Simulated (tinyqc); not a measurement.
Fully depleted semiconductor-on-insulator film with two gates, non-linear Poisson equation by Newton steps: two steps of the calculation.

One dimension across the film, front interface at x = 0, back interface at x = ts. psi is counted from the intrinsic level, n = ni exp(psi/Vt) (source grounded), holes neglected, acceptors ionised. Gates act through Cox = eps0 eox/tox and Cbox = 3.9 eps0/tb with potentials G1 = Vg - (phiM - chi - Vt ln(Nc/ni)) and G2 = Vb - (phiB - chi - Vt ln(Nc/ni)). Classical Boltzmann densities, no interface charge, no depletion in the back plane.

Inputs (values chosen for the exercise); band and dielectric values those of a made-up semiconductor: temperature T = 350 K; band gap Eg = 0.849 eV; relative permittivity eps_r = 11.3; conduction-band density of states at T Nc = 4.12e19 cm^-3; valence-band density of states at T Nv = 3.96e19 cm^-3; electron affinity chi = 3.95 eV; relative permittivity of the gate insulator (close to silicon dioxide) eox = 3.9; insulator thickness tox = 3.6 nm; film thickness ts = 5.9 nm; buried-oxide thickness (eps_r 3.9) tb = 87 nm; work function of the front gate phiM = 4.05 eV; work function of the back plane phiB = 4.75 eV; back-gate voltage Vb = 0 V; front-gate voltage Vg = -0.2 V.

Constants: q = 1.602176634e-19 C, kB = 1.380649e-23 J/K, Vt = kB T/q, eps0 = 8.8541878128e-14 F/cm where lengths are in cm. Results are converted to the units shown.

Task 1. Capacitances and gate potentials. ni = sqrt(Nc Nv) exp(-Eg/(2 Vt)), Eg in volts; Cox, Cbox, G1, G2 as defined; Cs = eps0 eps_r/ts; a = eps0 eps_r/h with h = ts/11; coupling ratio of a depleted film Cs Cbox/(Cox (Cs + Cbox)).

Give: ni; Cox; Cbox; Cs; a; G1; G2; coupling ratio.

Result 1.

ni = 3.117e13 cm^-3
Cox = 0.9592 uF/cm^2
Cbox = 0.03969 uF/cm^2
Cs = 1.696 uF/cm^2
a = 18.65 uF/cm^2
G1 = 0.1251 V
G2 = -0.3749 V
coupling ratio = 0.04043

Task 2. Newton step. Solve a d_(i-1) + b_i d_i + a d_(i+1) = -F_i for all nodes. Half of the step is added while the largest |d| exceeds 1.5 Vt, the full step after that.

a = 18.653823 uF/cm^2
diagonal b, node 0 to 11 (F/cm^2): [-1.9705768e-5, -3.7493129e-5, -3.7493129e-5, -3.7493129e-5, -3.7493129e-5, -3.7493129e-5, -3.7493129e-5, -3.7493129e-5, -3.7493129e-5, -3.7493129e-5, -3.7493129e-5, -1.8786255e-5]
residual F, node 0 to 11 (C/cm^2): [-1.7056874e-7, -5.6028815e-9, -5.6028815e-9, -5.6028815e-9, -5.6028815e-9, -5.6028815e-9, -5.6028815e-9, -5.6028815e-9, -5.6028815e-9, -5.6028815e-9, -5.6028815e-9, -2.9589129e-8]
psi at the start, node 0 to 11 (V): [0.3, 0.3, 0.3, 0.3, 0.3, 0.3, 0.3, 0.3, 0.3, 0.3, 0.3, 0.3]

Wanted: Newton step d, before damping; psi after iteration 1.

Result 2.

Newton step d, before damping, node 0 to 11 (V): [-0.09273, -0.08881, -0.08548, -0.08270, -0.08044, -0.07868, -0.07740, -0.07659, -0.07624, -0.07635, -0.07692, -0.07795]
psi after iteration 1, node 0 to 11 (V): [0.2536, 0.2556, 0.2573, 0.2586, 0.2598, 0.2607, 0.2613, 0.2617, 0.2619, 0.2618, 0.2615, 0.2610]

Range of the model: In so thin a film or at such density quantum confinement moves the charge away from the interfaces and raises the threshold.

Program tinyqc, `OMP_NUM_THREADS=1 python tinyqc.py 2190169 2190170 out.jsonl`; Intel Xeon 2.30GHz, shared host, one thread, about 0.3 s.
